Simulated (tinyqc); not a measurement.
# Worked calculation: round nanowire with a gate all round, subbands and threshold shift from confinement

Computed by the program tinyqc: `OMP_NUM_THREADS=1 python tinyqc.py 2350057 2350058 out.jsonl`, one thread of a shared Intel Xeon 2.30GHz, about 0.1 s for the whole run. Printed values are rounded.

Undoped body with a flat potential across it, hard walls, transport along x. One isotropic valley (g = 1, mx = my = mz = me). Non-parabolicity enters the subband edges through E (1 + al E) = gamma, so E = 2 gamma/(1 + sqrt(1 + 4 al gamma)); motion within a subband is taken as parabolic with the band-edge mass. Energies are counted from the bulk band edge.

Parameters, values chosen for the exercise; masses close to those of In0.53Ga0.47As:

| symbol | value | unit | meaning |
|---|---|---|---|
| T | 300 | K | temperature |
| me | 0.0408 | m0 | mass at the band edge |
| al | 1.2 | 1/eV | non-parabolicity |
| t | 6.3 | nm | diameter |
| dl | 0.2 | nm | widening of the box by penetration into the insulator |

Constants: q = 1.602176634e-19 C, kB = 1.380649e-23 J/K, hbar = 1.054571817e-34 J s, m0 = 9.1093837015e-31 kg, Vt = kB T/q, hbar^2/(2 m0) = 0.0380998212 eV nm^2. Results are converted to the units shown.

Range of the model: Non-parabolicity also makes carriers heavier within each subband, which is left out, so densities of states are understated at high energy. Levels near or above 1 eV lie beyond real barriers and upper valleys; they are listed for the hard-wall model only.

## Lowest subbands

gamma = C (2 z/(t + dl))^2 (1/my + 1/mz)/2, z the zeros of the Bessel functions J_l (2.404826, 3.831706, 5.135622, 5.520078, ...), twofold for l > 0; the mean inverse mass is an approximation for anisotropic valleys, C = hbar^2/(2 m0). List the 4 lowest, labelled by quantum numbers, with degeneracy g and N_k: N_k = g sqrt(2 mx m0 kB T/(pi hbar^2)).

```
subband	E_k (eV)	g	N_k (cm^-1)
0,1	0.357725	1	9.38730e5
1,1	0.703731	2	1.87746e6
2,1	1.03823	2	1.87746e6
0,2	1.13850	1	9.38730e5
```

## Threshold shift

Each subband has N_k = g sqrt(2 mx m0 kB T/(pi hbar^2)); without degeneracy n = exp(EF/Vt) sum N_k exp(-E_k/Vt). Classical value Nc times pi t^2/4, Nc = sum over valleys of 2 g (m m0 kB T/(2 pi hbar^2))^1.5 with m = (mx my mz)^(1/3). Threshold shift dVT = Vt ln(classical value/sum N_k exp(-E_k/Vt)). Use the subbands listed.

shares, subband 0,1 to 0,2 (%): 99.9997  0.0003  0.0000  0.0000
sum N_k exp(-E_k/Vt) = 0.918397 cm^-1
Nc = 2.06806e17 cm^-3
classical value = 64466.4 cm^-1
dVT = 288.483 mV

With all subbands dVT = 288.5 mV. The lowest edge lies at 358 meV; dVT is smaller than that, since sum N_k exp(-(E_k - E_1)/Vt) exceeds the classical value.
